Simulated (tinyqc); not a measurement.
## Partial widths from the peak

Problem. A Breit-Wigner resonance has total width G = GL + GR and peak transmission Tp = 4 GL GR/G^2. GL is known to be the larger. Find GL, GR and the lifetime hbar/G.

Constants: q = 1.602176634e-19 C, hbar = 1.054571817e-34 J s. Results are converted to the units shown.

G = 1.9508223 meV
Tp = 0.85631318

Answer. GL and GR have the sum G and the product Tp G^2/4, so they are (G/2)(1 +/- sqrt(1 - Tp)).

GL = 1.35 meV
GR = 0.606 meV
lifetime = 337 fs

tinyqc, about 0.2 s, one thread, Intel Xeon 2.30GHz (shared host): `OMP_NUM_THREADS=1 python tinyqc.py 2600115 2600116 out.jsonl`
